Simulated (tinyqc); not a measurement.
Inside a calculation. Method: tight binding, honeycomb lattice. One step of it, computed by the program tinyqc.

Task: Bloch Hamiltonian at k. H_AB = -t1 (1 + exp(-i k.a1) + exp(-i k.a2)); H_AA = delta - 2 t2 sum cos(k.b + phi), H_BB = -delta - 2 t2 sum cos(k.b - phi), b = a1, a2 - a1, -a2.

Parameters chosen for this model:
```
parameter,value,unit
t1,0.910000,"eV, nearest"
t2,0.240000,"eV, second neighbours"
phi,-1.150000,"rad, phase of t2 (Haldane)"
delta,2.070000,"eV, +/- on A and B"
```

k point k (fractions of the reciprocal vectors): -0.380000  -0.040000

Give: H(k) at k.

Result:

H(k) at k (eV):
```
,A,B
A,1.949,-1.128-0.849i
B,-1.128+0.849i,-1.833
```
